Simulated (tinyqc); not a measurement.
# Rutherford backscattering from a thin compound film on silicon: kinematics, yields, composition and thickness, step by step

A worked calculation. Computed by tinyqc, a small Python program that keeps every step. Command: `OMP_NUM_THREADS=1 python tinyqc.py 3014613 3014614 out.jsonl rbs walk`. One thread of a shared host (Intel(R) Xeon(R) Processor @ 2.30GHz), about 0.01 s of CPU time with the checks. Intermediate numbers are printed to about 7 digits and carried at full precision; extremes and crossings named in words are read from the listed rows.

Singly charged helium ions (Z1 = 2, M1 = 4.0026 u) enter at the tilt angle a1 to the normal and leave at a2 = |180 - theta - tilt| in the same plane. The film is A B_x.

Inputs (values chosen for the exercise, modelled on a helium beam on NiSi):
```
quantity,value,unit
beam energy E0,1.7,MeV
scattering angle theta,150,degrees
tilt of the sample,30,degrees
heavy element: Z_A,28,-
heavy element: mass M_A,58.7,u
heavy element: stopping eps_A at 2 MeV,72.3,1e-15 eV cm^2
light element: Z_B,14,-
light element: mass M_B,28.09,u
light element: stopping eps_B at 2 MeV,48.4,1e-15 eV cm^2
"atoms of B per atom of A, x",0.885,-
atomic density of the film,81.3,1/nm^3
film thickness d,30,nm
collected charge,31,microcoulomb
detector solid angle,3.8,msr
detector resolution (FWHM),15,keV
```

Constants: e^2/(4 pi eps_0) = 14.39964548 eV angstrom; e = 1.602176634e-19 C.

## Kinematics

Kinematic factor K = [(sqrt(M^2 - M1^2 sin^2 theta) + M1 cos theta)/(M + M1)]^2. Surface edges lie at K E0; substrate silicon has M = 28.09 u. Mass resolution at M_A = resolution/(E0 dK/dM).

kinematic factors: A 0.7749961, B 0.5852929, Si 0.5852929

surface edges (keV): A 1317.493, B 994.998, Si 994.998

mass resolution at M_A = 2.613293 u

K flattens for heavy targets, so masses within 2.6 u of A cannot be told apart.

## Peak widths (surface approximation)

Stopping per atom eps(E) = eps(2 MeV) (E/2 MeV)^(-0.4) (a law chosen for the exercise); Bragg rule eps_film = (eps_A + x eps_B)/(1 + x); areal density N d, with 1/nm^2 = 0.1 x 1e15/cm^2. Width of the signal of element i: [K_i eps(E0)/cos a1 + eps(K_i E0)/cos a2] N d; depth resolution = resolution x d/width of A; energy lost on the way in = eps(E0) N d/cos a1.

areal density N d = 243.9 1e15 atoms/cm^2

film stopping at E0 = 65.18155 1e-15 eV cm^2

widths (keV): A 31.83095, B 30.44074

depth resolution = 14.13718 nm

energy lost on the way in = 18.35717 keV

The signal of A spans 2.1 resolution widths, so its width measures the thickness. Caution: the silicon signal of the film merges with that of the substrate, so only the width of A can be read directly.

## Yields

Rutherford cross section in the laboratory frame: sigma = (Z1 Z e^2/(4 pi eps_0 4E))^2 (4/sin^4 theta) (r + cos theta)^2/r, r = sqrt(1 - (M1 sin theta/M)^2), times the screening factor 1 - 0.049 Z1 Z^(4/3)/E (E in keV); 1 angstrom^2 = 1e8 barn. Counts = (charge/e) x solid angle x sigma(E_mean) x areal density of the element/cos a1, E_mean = E0 - half the energy lost on the way in; 1 barn = 1e-24 cm^2. The ratio of areas returns x = (Y_B/Y_A)(sigma_A/sigma_B), with the counting error sqrt(1/Y_A + 1/Y_B).

cross sections (barn/sr): A 1.611829, B 0.393143

counts: A 177061.3, B 38220.7

ratio of areas Y_B/Y_A = 0.2158613

counting error of x without background = 0.5640179 %

The cross sections differ by 4.1, near (Z_A/Z_B)^2 = 4.0. The silicon signal of the film runs into that of the substrate and appears as a step, not a peak. Caution: film and substrate silicon overlap, so Y_B must be separated by a fit.

## Surface approximation against the full path

Surface approximation as above. Full path: dE/ds = -eps(E) integrates to E^1.4 = E(start)^1.4 - 1.4 eps(2 MeV) 2000^0.4 s (keV), applied in (s = N d/cos a1), then K, then out (s = N d/cos a2); width = K E0 - exit energy. The last column is the error in thickness if the full width is read with the surface formula.

Widths (keV):
```
d (nm),"A, surface","A, full","B, full",error (%)
5,5.3052,5.3094,5.0786,0.080729
10,10.6103,10.6275,10.1677,0.161852
20,21.2206,21.2897,20.3776,0.325290
50,53.0516,53.4895,51.2685,0.825449
100,106.1032,107.9005,103.6767,1.693930
150,159.1548,163.3090,157.3486,2.610204
200,212.2064,219.8031,212.4339,3.579895
300,318.3095,336.4780,327.6321,5.707797
```

The error grows roughly in proportion to thickness, from 0.08 % to 5.7 %, because the ion slows and the stopping rises along the path. The signals of A and B would overlap once the width of A exceeds the gap between the edges, 322 keV.

Checks made by the program: kinematic factor against energy and momentum conservation (relative difference below 1e-10).
